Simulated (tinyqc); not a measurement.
Reaction control against transport control: chemical vapour deposition: Grove model, boundary layer, depletion and step coverage. Computed by tinyqc, a small Python program. Command: `OMP_NUM_THREADS=1 python tinyqc.py 3011969 3011970 out.jsonl cvd walk`. One thread of a shared host (Intel(R) Xeon(R) Processor @ 2.30GHz), about 0.03 s of CPU time with the checks.

A precursor diffuses to the surface and reacts there at first order; each molecule that reacts adds one formula unit of film.

Inputs (values chosen for the exercise, close to those used for epitaxial silicon from a chlorosilane):
```
quantity                                            value                unit
prefactor k0 of k_s                               7.4e+06                cm/s
activation energy E                                  1.98                  eV
temperature T                                        1140                   C
total pressure p                                      760                torr
mole fraction of the precursor Y                    0.011                   -
gas diffusivity D0 at 273.15 K and 760 torr          0.11              cm^2/s
film density N                                      5e+22  formula units/cm^3
gas velocity U                                         14                cm/s
kinematic viscosity nu0 at 273.15 K and 760 torr     0.59              cm^2/s
susceptor length L                                     23                  cm
channel height b                                      8.4                  cm
```

Reactor: horizontal, atmospheric.

Constants: k_B = 8.617333262e-05 eV/K; k_B = 1.380649e-23 J/K.

Method:
- k_s = k0 exp(-E/(k_B T)); C_g = Y p/(k_B T), 1 torr = 133.322 Pa; D = D0 (T/273.15)^1.75 (760/p).
- nu = nu0 (T/273.15)^1.75 (760/p); Re = U L/nu; mean boundary layer delta = (2/3) L/sqrt(Re), at most b/2; h_g = D/delta.
- Fluxes in series: C_s = C_g/(1 + k_s/h_g); growth rate G = k_s h_g/(k_s + h_g) C_g/N; 1 cm/s = 6e8 nm/min.
- Temperatures in kelvin are T(C) + 273.15.

Rates:
```
T (C)  k_s (cm/s)  h_g (cm/s)  G (nm/min)  reaction limit (nm/min)  transport limit (nm/min)
940        0.0440     0.61778       32.82                     35.2                    493.31
990        0.0932     0.64000       62.38                     71.5                    490.83
1040       0.1863     0.66211      107.24                    137.4                    488.45
1090       0.3539     0.68412      165.75                    251.5                    486.18
1140       0.6425     0.70603      230.60                    440.4                    483.99
1190       1.1199     0.72784      292.07                    741.5                    481.89
1240       1.8816     0.74956      343.17                   1204.7                    479.87
1290       3.0583     0.77118      381.68                   1895.3                    477.93
1340       4.8233     0.79272      408.85                   2896.5                    476.05
```

What does the comparison show, and why?

The apparent activation energy of G is 1.70 eV between the first rows and 0.30 eV between the last, against E = 1.98 eV. k_s passes h_g between 1140 and 1190 C, where control shifts from the surface to the gas. In the reaction limit the slope is E - k_B T, because C_g falls as 1/T; any further lowering comes from transport.

Extremes, crossings and ranges named in words are read from the listed rows.
